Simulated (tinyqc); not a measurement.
Worked calculation: coherent transport through a tight-binding region between two chains. One step of it, computed by the program tinyqc.

Question. Transmission at E = -0.52 eV. Surface Green function g = (E - i sqrt(4 t^2 - E^2)) / (2 t^2); self-energy tc^2 g on each contact site; G = (E - H - Sigma)^(-1); Gamma = -2 Im Sigma; T = Gamma_L Gamma_R |G_LR|^2; local density of states -Im G_ii / pi.

H of the central region (eV):
```
[[0.000000, -1.670000],
 [-1.670000, 0.000000]]
```

Leads: semi-infinite chains with site energy 0:
```
parameter                           value
lead hopping t (eV)              2.670000
coupling to the left lead (eV)   0.500000
coupling to the right lead (eV)  1.110000
left contact site                       1
right contact site                      2
```

E = -0.520000 eV

Give: g; G; local density of states; transmission.

Answer.

g = -0.036-0.373i 1/eV

G (1/eV):
```
[[0.162-0.195i, 0.638-0.069i],
 [0.638-0.069i, 0.191-0.057i]]
```

local density of states (1/eV): [0.062, 0.018]

transmission = 0.070
